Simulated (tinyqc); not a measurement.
# Changing the charge q

Model: finite-size error of a charged defect in a periodic cell: Madelung and Makov-Payne terms. Computed by tinyqc, a small Python program. Command: `OMP_NUM_THREADS=1 python tinyqc.py 3029762 3029763 out.jsonl imagecharge sweep`. One thread of a shared host (Intel(R) Xeon(R) Processor @ 2.30GHz), about 0.1 s of CPU time with the checks.

L is the cube root of the cell volume. The defect charge is a Gaussian, rho(r) = q (2 pi sigma^2)^(-3/2) exp(-r^2/2 sigma^2), repeated periodically in a uniform neutralising background and screened by a continuum. The model cell energy is E(L) = E_0 + [periodic - isolated electrostatic energy].

Inputs (values chosen for the exercise, with screening close to that of silicon): cell length L = 15.1 angstrom; dielectric constant eps = 11.9; width sigma of the defect charge = 1 angstrom; formation energy of the isolated defect E_0 = 4.002 eV.

Supercell lattice: sc. Screening: isotropic.

Constants: e^2/(4 pi eps_0) = 14.39964548 eV angstrom.

Method:
- Cell vectors: (1,0,0), (0,1,0), (0,0,1), scaled to volume L^3.
- Ewald sum for a unit point charge: scale each Cartesian component of the cell by 1/sqrt(eps_i), giving R', G' and V'; E = [ (1/2) sum erfc(eta R')/R' + (2 pi/V') sum exp(-G'^2/4 eta^2)/G'^2 - eta/sqrt(pi) - pi/(2 V' eta^2) ] e^2/(4 pi eps_0) / sqrt(eps_x eps_y eps_z), over n_i = -6..6, omitting n = (0,0,0), eta = 2/V'^(1/3). alpha = -2 E eps_g L/(e^2/(4 pi eps_0)), eps_g = (eps_x eps_y eps_z)^(1/3).
- Periodic energy of the Gaussian: (2 pi q^2/V) sum_(G != 0) exp(-sigma^2 G^2)/(G.eps.G) x e^2/(4 pi eps_0), n_i = -k..k with k = max(9, L/sigma rounded up). Isolated energy: q^2/(2 sqrt(pi) sigma) <1/(n.eps.n)> e^2/(4 pi eps_0), the mean over directions n, here 1/eps.

One run for each value:
```
charge q (e)  point-charge correction -q^2 E (eV)  finite-size error (eV)
1                                           0.114                  -0.111
2                                           0.455                  -0.446
3                                           1.023                  -1.003
4                                           1.819                  -1.784
5                                           2.842                  -2.787
```

Describe and explain the trends.

Over the rows, point-charge correction -q^2 E (eV) rises from 0.114 to 2.84 (exponent d ln y / d ln x about 2.0 throughout); finite-size error (eV) falls from -0.111 to -2.79 (exponent d ln y / d ln x about 2.0 throughout). Every term goes as q^2.
